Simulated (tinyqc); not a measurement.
Three structures under pressure: Born-Mayer model of an ionic crystal AB. Computed by tinyqc, a small Python program. Command: `OMP_NUM_THREADS=1 python tinyqc.py 3027123 3027124 out.jsonl bornmayer walk`. One thread of a shared host (Intel(R) Xeon(R) Processor @ 2.30GHz), about 0.01 s of CPU time with the checks.

Energies are per ion pair and r is the nearest distance of unlike ions.

Inputs (values chosen for the exercise, for a model salt): ionic charge z = 1; unlike repulsion lambda = 417 eV; range rho = 0.284 angstrom.

Structure: zinc blende. Short range: nearest neighbours only.

Constants: e^2/(4 pi eps_0) = 14.39964548 eV angstrom; 1 eV/angstrom^3 = 160.2176634 GPa.

Method:
- Madelung constant M, unlike neighbours z1, like neighbours z2 at f r, volume per pair: rock salt 1.747565, 6, 12, sqrt2, 2 r^3; caesium chloride 1.762675, 8, 6, 2/sqrt3, 8 r^3/(3 sqrt3); zinc blende 1.638055, 4, 12, sqrt(8/3), 16 r^3/(3 sqrt3).
- U(r) = -M z^2 e^2/(4 pi eps_0 r) + z1 lambda exp(-r/rho).
- With the volume written as c r^3, under pressure take the root at the minimum of the enthalpy and solve U'(r) + 3 c r^2 P = 0; H = U + P V; B = (U'' - 2 U'/r)/(9 c r).

Enthalpy (eV per pair):
```
P (GPa)  rock salt  caesium chloride  zinc blende
0          -10.448           -10.096      -10.358
2          -10.227            -9.898      -10.081
5           -9.906            -9.609       -9.684
10          -9.397            -9.147       -9.061
20          -8.447            -8.281       -7.920
40          -6.736            -6.707       -5.905
70          -4.465            -4.599       -3.283
100         -2.424            -2.690       -0.960
```

volumes at zero pressure (angstrom^3): rock salt 17.988, caesium chloride 16.119, zinc blende 22.648

What does the comparison show, and why?

At zero pressure the order is rock salt < zinc blende < caesium chloride. Between 40 and 70 GPa the lowest enthalpy passes from rock salt to caesium chloride. Pressure favours the denser structure, through P V. The Madelung constants, the number of repulsive contacts and the volumes (18.0, 16.1, 22.6 angstrom^3 at P = 0) all matter. Caution: rigid ions with fixed charges leave out polarisation and covalency, so such models often misplace transition pressures.

Extremes, crossings and ranges named in words are read from the listed rows.
